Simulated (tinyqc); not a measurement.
Inside a calculation. Model: space-charge-limited current with shallow traps.

Computed by the program tinyqc: `OMP_NUM_THREADS=1 python tinyqc.py 2370065 2370066 out.jsonl`, one thread of a shared Intel Xeon 2.30GHz, about 0.01 s for the whole run. Printed values are rounded.

One carrier type, drift only, an injecting contact at x = 0 (zero field) and thickness L. The share th = y/(1 + y), y = (Nc/Nt) exp(-Et/kB T), of the injected charge is free: J = q mu n F, eps0 eps_r dF/dx = q (n - n0)/th.

Inputs (values chosen for the exercise):
- T = 350 K (temperature)
- eps_r = 19.5 (relative permittivity)
- mu = 0.0028 cm^2/(V s) (mobility)
- L = 800 nm (thickness)
- Nc = 1.2e20 cm^-3 (band density of states)
- Nt = 3e17 cm^-3 (trap density)
- Et = 0.43 eV (trap depth)
- n0 = 1e12 cm^-3 (free carrier density in equilibrium)
- V = 6.3 V (voltage)

Constants: q = 1.602176634e-19 C, kB = 1.380649e-23 J/K, Vt = kB T/q, eps0 = 8.8541878128e-14 F/cm where lengths are in cm. Results are converted to the units shown.

Range of the model: Diffusion and a field-dependent mobility are left out. With injecting contacts the diffusion current, about 4 pi^2 Vt th eps0 eps_r mu V/L^3, equals the Mott-Gurney current at V = 35 kB T/q (0.9 V at 300 K), so the drift-only result needs V well above that.

## Limits and characteristic voltages

Ohmic J = q n0 mu V/L; Mott-Gurney J = (9/8) th eps0 eps_r mu V^2/L^3; they cross at Vx = 8 q n0 L^2/(9 th eps0 eps_r); traps fill at V_TFL = q Nt L^2/(2 eps0 eps_r).

th = 2.57170e-4
ohmic J = 3.53280e-5 A/cm^2
Mott-Gurney J = 1.08424e-4 A/cm^2
Vx = 2.05274 V
V_TFL = 89.0837 V

## The exact current

Exact: with u = n0/n(L), w = -u - ln(1 - u) and v = -u - u^2/2 - ln(1 - u), V = (q n0 L^2/(th eps0 eps_r)) v/w^2 and J = q^2 n0^2 mu L/(th eps0 eps_r w). v/w^2 falls steadily with u, so u follows by bisection.

v/w^2 = 2.72806
u = 0.375790
w = 0.0954784
J = 1.35631e-4 A/cm^2
exit field over V/L = 1.44273

J is 5.6 % below the plain sum of the two limits; the exit field lies between the ohmic 1 and the Mott-Gurney 1.5.
